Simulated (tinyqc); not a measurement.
Carbon nanotube by zone folding: one step. One point of one line. Three cases, with inputs chosen for the exercise.

Question. Form the phases and the energy.

Circumference C = n a1 + m a2, a = sqrt3 acc; d = a sqrt(n^2 + nm + m^2)/pi; tan(theta) = sqrt3 m/(2n + m); dR = gcd(2n + m, 2m + n); T = t1 a1 + t2 a2 with t1 = (2m + n)/dR, t2 = -(2n + m)/dR, |T| = sqrt3 pi d/dR; N = 2 (n^2 + nm + m^2)/dR hexagons a cell. On cutting line mu = 0 to N - 1 at x = k|T|/(2 pi) the phases are p1 = 2 pi (-t2 mu + m x)/N, p2 = 2 pi (t1 mu - n x)/N, and E = -/+ t |1 + exp(i p1) + exp(i p2)|.

Give: p1, p2; E of the upper band.

Case 1.

Values chosen (near those used for carbon; shifted at random, so the results belong to these values and not to a real crystal): n = 19 (chiral index); m = 19 (chiral index); t = 2.93 eV (hopping); mu = 18 (cutting line); x = -0.46 (position on the line).

Answer.

p1, p2 (rad): 1.53111  4.42138

E of the upper band = 2.2089 eV

Case 2.

Values chosen (near those used for carbon; shifted at random, so the results belong to these values and not to a real crystal): n = 9 (chiral index); m = 8 (chiral index); t = 2.89 eV (hopping); mu = 145 (cutting line); x = 0.35 (position on the line).

Answer.

p1, p2 (rad): 54.62028  52.43492

E of the upper band = 0.4058 eV

Case 3.

Values chosen (near those used for carbon; shifted at random, so the results belong to these values and not to a real crystal): n = 12 (chiral index); m = 4 (chiral index); t = 2.66 eV (hopping); mu = 36 (cutting line); x = 0.46 (position on the line).

Answer.

p1, p2 (rad): 15.33581  10.54125

E of the upper band = 1.7307 eV

Computed by tinyqc, one run a case: `OMP_NUM_THREADS=1 python tinyqc.py N N+1 out.jsonl` with N = 1480524, 1481374, 1481583; one thread of a shared Intel(R) Xeon(R) Processor @ 2.30GHz, about 0.03 s a run at most.
